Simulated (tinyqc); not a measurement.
# Hole mobility in a silicon inversion layer, empirical terms and Matthiessen rule: universality: two dopings at the same effective field

Inversion layer of sheet density Ns on a uniformly doped body. The mobility terms are empirical power laws with prefactors chosen for the exercise; adding their inverses (Matthiessen) is itself an approximation.

ni = sqrt(Nc Nv) exp(-Eg/(2 Vt)), Eg in volts; Ndep = sqrt(2 eps0 eps_r Nb (2 Vt ln(Nb/ni) + Vsb)/q); E = q (Ndep + eta Ns)/(eps0 eps_r), in MV/cm. With t = T/(300 K): muC = Ac (Ns/1e12 cm^-2) t/(Nb/1e17 cm^-3 + Nit/1e11 cm^-2), muP = Ap E^(-1/3) t^(-1.75), muS = As E^(-gs); 1/mu is the sum of the inverses. For each E, Ns is chosen to give that field on bodies with Nb = 8e16 and 6.1e17 cm^-3; the last column leaves out muC.

Values chosen for this exercise; material values close to those of silicon: temperature T = 273 K; band gap Eg = 1.11 eV; relative permittivity of the semiconductor eps_r = 11.8; conduction-band density of states at T Nc = 2.39e19 cm^-3; valence-band density of states at T Nv = 2.34e19 cm^-3; reverse body bias Vsb = 1 V; weight of the inversion charge in the effective field eta = 0.3333; phonon-limited mobility at 1 MV/cm and 300 K Ap = 135 cm^2/(V s); roughness-limited mobility at 1 MV/cm As = 584 cm^2/(V s); exponent of the roughness term gs = 1; Coulomb prefactor Ac = 2100 cm^2/(V s); charge at the interface Nit = 9.6e10 cm^-2.

Constants: q = 1.602176634e-19 C, kB = 1.380649e-23 J/K, Vt = kB T/q, eps0 = 8.8541878128e-14 F/cm where lengths are in cm. Results are converted to the units shown.

Universality: two dopings at the same effective field:

| E (MV/cm) | Ns, light body (cm^-2) | mu, light (cm^2/(V s)) | Ns, heavy body (cm^-2) | mu, heavy (cm^2/(V s)) | without muC (cm^2/(V s)) |
|---|---|---|---|---|---|
| 0.638 | 8.323e12 | 151.3 | 7.019e11 | 85.02 | 153.9 |
| 0.721 | 9.947e12 | 143.7 | 2.326e12 | 118.3 | 145.6 |
| 0.816 | 1.181e13 | 136.2 | 4.185e12 | 122.7 | 137.6 |
| 0.922 | 1.388e13 | 128.9 | 6.258e12 | 120.7 | 130.0 |
| 1.04 | 1.619e13 | 121.9 | 8.567e12 | 116.6 | 122.8 |
| 1.18 | 1.893e13 | 114.9 | 1.131e13 | 111.3 | 115.5 |
| 1.33 | 2.186e13 | 108.4 | 1.424e13 | 105.9 | 108.9 |
| 1.51 | 2.538e13 | 101.8 | 1.776e13 | 100.0 | 102.1 |

The heavily doped body has 0.562 of the mobility of the light one in the first row and 0.983 in the last; there they lie 2.1 % below and 0.37 % below the curve without Coulomb scattering, which depends on E alone. The heavy body leaves that curve at low E because its field comes mostly from depletion charge and few carriers screen.

tinyqc, about 0.01 s, one thread, Intel Xeon 2.30GHz (shared host): `OMP_NUM_THREADS=1 python tinyqc.py 2510153 2510154 out.jsonl`
